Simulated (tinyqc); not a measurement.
## Channel resistance from two points of the on-state curve

Question. In the p-i-n model Von = V1 + 2 Vt ln(J/(1 A/cm^2)) + J Rch, with V1 independent of J. Find Rch and V1.

Values chosen for this exercise:
```
symbol  value  unit      meaning
T         300     K  temperature
```

Constants: q = 1.602176634e-19 C, kB = 1.380649e-23 J/K, Vt = kB T/q. Results are converted to the units shown.

Von at J = 100 and 300 A/cm^2 (V): [1.0662945, 1.4030972]

Answer. Remove the logarithmic junction term; the rest is linear in J.

Rch = 1.40 mohm cm^2
V1 = 0.688 V

Computed by the program tinyqc: `OMP_NUM_THREADS=1 python tinyqc.py 2590124 2590125 out.jsonl`, one thread of a shared Intel Xeon 2.30GHz, about 0.01 s for the whole run.
